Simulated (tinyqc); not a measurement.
Permeation of metal atoms or ions through a thin barrier or dielectric: time lag, field-aided drift and lifetime. From one set of inputs to another, one input at a time. Computed by tinyqc, a small Python program. Command: `OMP_NUM_THREADS=1 python tinyqc.py 3017201 3017202 out.jsonl barrier ladder`. One thread of a shared host (Intel(R) Xeon(R) Processor @ 2.30GHz), about 0.03 s of CPU time with the checks.

The film 0 < x < d is empty at first; C = C0 at x = 0 and C = 0 at x = d. dC/dt = D d2C/dx2 - v dC/dx with drift v = D z e V/(k_B T d) (uniform field, no space charge).

The inputs printed are set A. Inputs not listed in the table keep their values of set A, so the rows need not describe a real material.

Inputs (values chosen for the exercise, for a model case: singly charged ions through a dielectric):
```
quantity                                   value    unit
thickness d                                   12      nm
prefactor D0                             1.9e-07  cm^2/s
activation energy E                         1.13      eV
concentration at the source side C0      7.8e+15  1/cm^3
charge number z                                1       -
voltage V (positive drives ions across)    0.035       V
critical dose Q_c                          8e+08  1/cm^2
test temperature T                           275       C
use temperature T_u                           85       C
```

Constants: k_B = 8.617333262e-05 eV/K.

Method:
- D = D0 exp(-E/(k_B T)); time scale d^2/D; Peclet number P = z V/(k_B T), k_B T in eV; 1 nm = 1e-7 cm.
- Temperatures in kelvin are T(C) + 273.15.
- Steady flux J = (D C0/d) P/(1 - exp(-P)); time lag in units of d^2/D: s_L = [P (1 + exp(-P))/(1 - exp(-P)) - 2]/P^2 (P = 0: J = D C0/d, s_L = 1/6).
- Dose through the film Q(s) = C0 d {f (s - s_L) - 2 exp(P/2) sum_(n=1..200) (-1)^n n^2 pi^2 exp(-l_n s)/l_n^2}, l_n = n^2 pi^2 + P^2/4, f = P/(1 - exp(-P)) the relative flux.
- Solve Q = Q_c for s. At the use temperature D and P take T_u, with the same C0 and V; 1 year = 3.15576e7 s.

Each row keeps all changes above it:
```
input moved                                                  from          to  failure time at T (s)  failure time at T_u (years)  time lag (s)
set A                                                           -           -             3.6719e+04                        350.8    3.0684e+04
test temperature T (C)                                        275         175             7.4006e+06                        350.8    6.3573e+06
thickness d (nm)                                               12          27             2.7598e+07                       1317.2    3.2184e+07
voltage V (positive drives ions across) (V)                 0.035       -0.03             3.7868e+07                       1958.6    3.2298e+07
critical dose Q_c (1/cm^2)                              800000000  2000000000             5.8421e+07                       3063.2    3.2298e+07
prefactor D0 (cm^2/s) and activation energy E (eV)  1.9e-07, 1.13  0.11, 1.37             5.0456e+04                         12.6    2.7895e+04
concentration at the source side C0 (1/cm^3)              7.8e+15     1.2e+15             1.8567e+05                         48.1    2.7895e+04
```

Which inputs carry the difference?

Failure time at T goes from 36700 to 186000, a factor 5.06 in all. The largest single move comes from prefactor D0 with activation energy E (a factor 8.64e-4), but it runs against the net change; the largest move in the direction of the net change is test temperature T (a factor 202). Failure time at T_u goes from 351 to 48.1, a factor 0.137 in all. The largest single move comes from prefactor D0 with activation energy E (a factor 0.00412), and concentration at the source side C0 works against it (a factor 3.82). Time lag goes from 30700 to 27900, a factor 0.909 in all. The largest single move comes from prefactor D0 with activation energy E (a factor 8.64e-4), and test temperature T works against it (a factor 207). The single moves hold for this order of the switches; the total does not depend on the order.

Caution (all rows): grain boundaries, pinholes, trapping and space charge are left out; thin real barriers usually fail at defects. Caution (rows thickness d, voltage V (positive drives ions across), critical dose Q_c, prefactor D0): the space-charge potential z e C0 d^2/(2 eps) (for eps_r near 4) exceeds 10 mV, so the field is not uniform.

Extremes, crossings and ranges named in words are read from the listed rows.
